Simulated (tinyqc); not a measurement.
RHF in the 6-311g basis, for H2, spin multiplicity 1, step by step (part 2 of 2). Computed by tinyqc, a small Python program that keeps every step (integrals from PySCF). Command: `OMP_NUM_THREADS=1 python tinyqc.py 21681 21682 out.jsonl` (the two numbers bound the seeds that draw the settings). One thread of a shared host (Intel(R) Xeon(R) Processor @ 2.60GHz), about 0.06 s of CPU time with the checks.

Geometry (angstrom):
```
atom         x         y         z
H     0.000000  0.000000  0.000000
H     0.000000  0.000000  0.883000
```

## Iteration 6 (converged): orbitals

converged F (hartree), lower triangle:
```
           1H 1s      1H 2s      1H 3s      2H 1s      2H 2s      2H 3s
1H 1s   0.645509
1H 2s  -0.390504  -0.322575
1H 3s  -0.439520  -0.370713  -0.260152
2H 1s  -0.430417  -0.450893  -0.403095   0.645509
2H 2s  -0.450893  -0.454137  -0.391437  -0.390504  -0.322575
2H 3s  -0.403095  -0.391437  -0.282037  -0.439520  -0.370713  -0.260152
```

X:
```
               1          2          3          4          5         6
1H 1s   0.613221  -0.954275  -0.697689   0.604616   0.590604  0.155257
1H 2s  -2.015867   1.458927   0.956824   0.104656   0.332896  0.234933
1H 3s   2.789797  -0.834850   0.844745  -0.508217   0.110726  0.233086
2H 1s  -0.613221  -0.954275   0.697689   0.604616  -0.590604  0.155257
2H 2s   2.015867   1.458927  -0.956824   0.104656  -0.332896  0.234933
2H 3s  -2.789797  -0.834850  -0.844745  -0.508217  -0.110726  0.233086
```

Diagonalise F' = X^T F X, C = X C', fill 1 alpha and 1 beta electrons from the bottom; D = 2 C_occ C_occ^T. Each column has its largest component positive (the first on a tie).

F' = X^T F X (hartree), lower triangle:
```
           1          2          3          4         5          6
1   1.205036
2   0.000000   2.043160
3  -0.940163   0.000000   1.311204
4   0.000000  -0.965072   0.000000   0.845013
5   0.401407   0.000000  -0.773251   0.000000  0.821309
6   0.000000  -0.015165   0.000000  -0.095444  0.000000  -0.545955
```

orbital energies (hartree): MO1 -0.555843, MO2 0.145166, MO3 0.317730, MO4 0.592426, MO5 2.580331, MO6 2.599957

coefficients C:
```
            MO1        MO2        MO3        MO4        MO5        MO6
1H 1s  0.172992   0.093545  -0.046196  -0.095551  -1.126164  -1.092585
1H 2s  0.304423   0.029387  -0.773598  -1.488498   1.226167   1.695158
1H 3s  0.148063   1.825605   0.870394   1.989325  -0.479667  -1.103890
2H 1s  0.172992  -0.093545  -0.046196   0.095551  -1.126164   1.092585
2H 2s  0.304423  -0.029387  -0.773598   1.488498   1.226167  -1.695158
2H 3s  0.148063  -1.825605   0.870394  -1.989325  -0.479667   1.103890
```

D after iteration 6, lower triangle:
```
          1H 1s     1H 2s     1H 3s     2H 1s     2H 2s     2H 3s
1H 1s  0.059853
1H 2s  0.105326  0.185347
1H 3s  0.051227  0.090147  0.043845
2H 1s  0.059853  0.105326  0.051227  0.059853
2H 2s  0.105326  0.185347  0.090147  0.105326  0.185347
2H 3s  0.051227  0.090147  0.043845  0.051227  0.090147  0.043845
```

## Convergence

Stop when the energy changes by less than 1e-08 hartree and every element of the error matrix X^T (F D S - S D F) X is below 3e-05.

Course of the cycle:
```
iteration  E (hartree)     change  largest element of the error matrix
1          -1.07518949          -                             2.79e-01
2          -1.11400091  -3.88e-02                             5.32e-02
3          -1.11580060  -1.80e-03                             1.02e-02
4          -1.11588953  -8.89e-05                             2.05e-03
5          -1.11589433  -4.80e-06                             8.21e-05
6          -1.11589433  -1.60e-09                             5.99e-07
```

PySCF RHF in the same basis = -1.11589433 hartree

Converged in 6 iterations.

## Populations, bond orders and dipole

overlap S, lower triangle:
```
          1H 1s     1H 2s     1H 3s     2H 1s     2H 2s     2H 3s
1H 1s  1.000000
1H 2s  0.706377  1.000000
1H 3s  0.373664  0.788963  1.000000
2H 1s  0.161171  0.343614  0.286926  1.000000
2H 2s  0.343614  0.635323  0.634751  0.706377  1.000000
2H 3s  0.286926  0.634751  0.866726  0.373664  0.788963  1.000000
```

Mulliken: Z minus the diagonal of D S on the atom; Loewdin: the same with S^(1/2) D S^(1/2); Mayer order: 2 sum_s sum (D(s) S)_ij (D(s) S)_ji over the two atoms.

Charges (e):
```
atom  Mulliken  Loewdin
1H           0        0
2H           0        0
```

Mayer bond orders:
```
pair     order
2-1   1.000000
```

dipole moment about the origin, x y z (debye): 0.000000  0.000000  0.000000
